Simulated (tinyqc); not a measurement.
# AlGaN/GaN HEMT with access regions, lumped model, step by step

Program tinyqc, `OMP_NUM_THREADS=1 python tinyqc.py 2570067 2570068 out.jsonl`; Intel Xeon 2.30GHz, shared host, one thread, about 0.02 s. Printed values are rounded.

A polarisation-induced electron sheet under a Schottky gate, in series with two ungated access regions and contacts. Drift law v = mu E/(1 + mu E/vs) under the gate. Currents in mA/mm, resistances in ohm mm. No self-heating, no channel-length modulation; fits for polarisation, barrier and offset are chosen for the exercise.

Parameters, values chosen for the exercise; values close to those of AlGaN/GaN structures: aluminium share of the barrier x = 0.25; barrier thickness d = 15 nm; relative permittivity of barrier and channel eps_r = 9.4; channel mobility mu = 1500 cm^2/(V s); saturation velocity vs = 1.4e7 cm/s; gate length Lg = 0.5 um; source access length Ls = 0.5 um; drain access length Ld = 2 um; resistance of each contact Rc = 0.48 ohm mm; share of the drain-access electrons removed by traps ft = 0; gate voltage Vg = 0 V; drain voltage Vd = 2 V; critical field Ec = 3.3 MV/cm; depth over which the depleted charge spreads te = 0.41 um; insulator under the field plate tf = 300 nm; relative permittivity of that insulator ei = 7.5.

Constants: q = 1.602176634e-19 C, eps0 = 8.8541878128e-14 F/cm where lengths are in cm. Results are converted to the units shown.

## Polarisation charge, threshold and sheet resistance

sigma = (5e13 x + 1.6e13 x^2) cm^-2, phiB = 0.84 + 1.3 x, dEc = 0.7 (1.71 x + x^2) in volts, Cb = eps0 eps_r/d, VT = phiB - dEc - q sigma/Cb, access density n0 = -Cb VT/q. Rsh = 1/(q mu n0); largest access current q n0 vs.

sigma = 1.35e13 cm^-2
Cb = 0.554862 uF/cm^2
VT = -3.07615 V
n0 = 1.06533e13 cm^-2
Rsh = 390.585 ohm
q n0 vs = 2389.58 mA/mm

## Iteration 1: drain current

I at the start = 650 mA/mm

Access resistance R(L, n) = L/(q mu n sqrt(1 - (I/(q n vs))^2)); Rs = Rc + R(Ls, n0), Rd = Rc + R(Ld, (1 - ft) n0). Vg' = Vg - I Rs, Vd' = Vd - I (Rs + Rd); with u = Vg' - VT, Vc = vs Lg/mu and w the smaller of Vd' and Vc [sqrt(1 + 2 u/Vc) - 1] (0 if negative), the channel gives (mu Cb/Lg)(u w - w^2/2)/(1 + w/Vc). I(new) = I + 0.5 (channel current - I).

Rs = 0.682945 ohm mm
Rd = 1.29178 ohm mm
Vg' = -0.443914 V
Vd' = 0.716429 V
channel current = 1069.70 mA/mm
I after iteration 1 = 859.850 mA/mm

## Iteration 2: drain current

As before.

Rs = 0.689313 ohm mm
Rd = 1.31725 ohm mm
Vg' = -0.592706 V
Vd' = 0.274656 V
channel current = 675.220 mA/mm
I after iteration 2 = 767.535 mA/mm

## Course of the iteration: drain current

Stop when I changes by less than 1e-6 mA/mm, or after 60 iterations. I must stay below q (1 - ft) n0 vs.

Course of the iteration:
```
iteration	I (mA/mm)	|change| (mA/mm)
1	859.850	210
2	767.535	92.3
3	835.507	68.0
4	791.872	43.6
5	823.282	31.4
6	802.092	21.2
7	817.118	15.0
8	806.797	10.3
9	814.053	7.26
...	...	...
45	811.112	1.63e-5
46	811.112	1.14e-5
47	811.112	7.91e-6
48	811.112	5.51e-6
49	811.112	3.84e-6
50	811.112	2.68e-6
51	811.112	1.87e-6
52	811.112	1.30e-6
53	811.112	9.06e-7
```

Converged in 53 iterations. At the end each change is about 0.70 times the one before, with alternating sign: linear convergence. Of Vd, 19.0 % reaches the channel; the access current is 34 % of its limit.

## On-resistance and breakdown

sigma = (5e13 x + 1.6e13 x^2) cm^-2, phiB = 0.84 + 1.3 x, dEc = 0.7 (1.71 x + x^2) in volts, Cb = eps0 eps_r/d, VT = phiB - dEc - q sigma/Cb, access density n0 = -Cb VT/q. Ron = 2 Rc + Ls/(q mu n0) + Ld/(q mu (1 - ft) n0) + Lg/(mu Cb (Vg - VT)). Off state: a depleted stretch that holds the voltage V has the peak field sqrt(k V), k = 2 q n0/(eps0 eps_r te), so one edge holds V1 = Ec^2/k. The sheet under the plate pinches off at Vf = q n0 (1/Cb + tf/(eps0 ei)); beyond it the gate edge is screened. BV = V1 if Vf >= V1, else Vf + V1, and at most Ec Ld. Specific resistance Ron (Ls + Lg + Ld); figure of merit BV^2 over it.

Ron = 2.13175 ohm mm
Vf = 80.1850 V
V1 = 108.859 V
BV = 189.044 V
specific resistance = 0.0639526 mohm cm^2
figure of merit = 558.815 MW/cm^2

The plate raises BV by a factor of 1.74.
